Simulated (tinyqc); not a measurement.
Lifetime from the low-frequency admittance.

Inverse problem. At low frequency a p+-n diode with a base of width wb has C_diff/G = (tau/2)(1 - 2 x/sinh 2x), x = wb/sqrt(Dp tau). Find tau, x and the limit of C_diff/G for infinite lifetime, wb^2/(3 Dp).

Parameters, values chosen for the exercise:
- Dp = 9.8 cm^2/s (hole diffusion coefficient)
- wb = 120 um (width of the neutral base)

G = 2.3779287 S/cm^2
C_diff = 3.1892194 uF/cm^2

Answer. The ratio rises steadily with tau from tau/2 (long base) towards wb^2/(3 Dp) (short base), so one lifetime matches as long as the ratio is below that limit.

tau = 3.00e-6 s
x = 2.21
limit of C_diff/G = 4.90e-6 s

Numbers from tinyqc (`OMP_NUM_THREADS=1 python tinyqc.py 2890225 2890226 out.jsonl`; about 0.01 s on one thread of a shared Intel Xeon 2.30GHz).
